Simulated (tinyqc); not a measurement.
# Changing the total pressure p

Model: chemical vapour deposition: Grove model, boundary layer, depletion and step coverage. Computed by tinyqc, a small Python program. Command: `OMP_NUM_THREADS=1 python tinyqc.py 3021783 3021784 out.jsonl cvd sweep`. One thread of a shared host (Intel(R) Xeon(R) Processor @ 2.30GHz), about 0.02 s of CPU time with the checks.

A precursor diffuses to the surface and reacts there at first order; each molecule that reacts adds one formula unit of film.

Inputs (values chosen for the exercise, close to those used for polysilicon from silane): prefactor k0 of k_s = 9.9e+08 cm/s; activation energy E = 1.65 eV; temperature T = 600 C; mole fraction of the precursor Y = 0.32; gas diffusivity D0 at 273.15 K and 760 torr = 0.39 cm^2/s; film density N = 5e+22 formula units/cm^3; precursor mass M = 32 u; trench width w = 0.064 um; aspect ratio of the trench = 22; wafer radius R = 10 cm; wafer spacing s = 0.32 cm.

Reactor: wafer stack, low pressure.

Constants: k_B = 1.380649e-23 J/K; u = 1.6605390666e-27 kg; k_B = 8.617333262e-05 eV/K.

Method:
- k_s = k0 exp(-E/(k_B T)); C_g = Y p/(k_B T), 1 torr = 133.322 Pa; D = D0 (T/273.15)^1.75 (760/p).
- Temperatures in kelvin are T(C) + 273.15.
- Mean speed c = sqrt(8 k_B T/(pi M)); reactive sticking probability beta = 4 k_s/c.
- Between two wafers the gas diffuses inward and reacts on both faces: (D/r) d/dr (r dC/dr) = 2 k_s C/s, so C(r)/C_g = I0(phi r/R)/I0(phi) with phi^2 = 2 k_s R^2/(s D); G(r) = k_s C(r)/N, 1 cm/s = 6e8 nm/min; the mean over the wafer is eta = 2 I1(phi)/(phi I0(phi)).
- In a long trench of width w and depth l = aspect ratio x w: Knudsen diffusivity D_K = (2w) c/3 (hydraulic diameter 2w), combined as 1/D_e = 1/D_K + 1/D; D_e d2C/dz2 = 2 k_s C/w with D_e dC/dz = -k_s C at the floor. With m = sqrt(2 k_s/(w D_e)): C(floor)/C(top) = 1/[cosh(m l) + (k_s/(D_e m)) sinh(m l)].

One run for each value; columns: (1) total pressure p (torr); (2) growth rate G at the edge (nm/min); (3) rate at the centre over rate at the edge; (4) step coverage; (5) gas diffusivity D (cm^2/s):
```
(1)       (2)      (3)      (4)    (5)
0.031   0.390  0.99937  0.99705  73067
0.060   0.755  0.99877  0.99705  37751
0.120   1.511  0.99755  0.99705  18876
0.220   2.769  0.99552  0.99705  10296
0.430   5.413  0.99126  0.99705   5268
0.830  10.449  0.98324  0.99705   2729
1.600  20.142  0.96807  0.99705   1416
3.100  39.025  0.93950  0.99705    731
```

Over the rows, growth rate G at the edge (nm/min) rises from 0.390 to 39.0 (exponent d ln y / d ln x about 1.0 throughout); rate at the centre over rate at the edge falls from 0.999 to 0.939 (exponent d ln y / d ln x -9.0e-4 between the first rows and -0.045 between the last); step coverage falls from 0.9970472 to 0.9970459. The exponent of growth rate G at the edge stays at 1: reaction control: C_g is proportional to p.

Caution (rows 0.0310, 0.0600, 0.120, 0.220, 0.430, 0.830): the mean free path 3D/c is comparable with or larger than the wafer spacing, where wall collisions cap D near (2s) c/3 and the lag is larger than computed. Caution (all rows): the hydraulic-diameter form of D_K is rough for a slit.
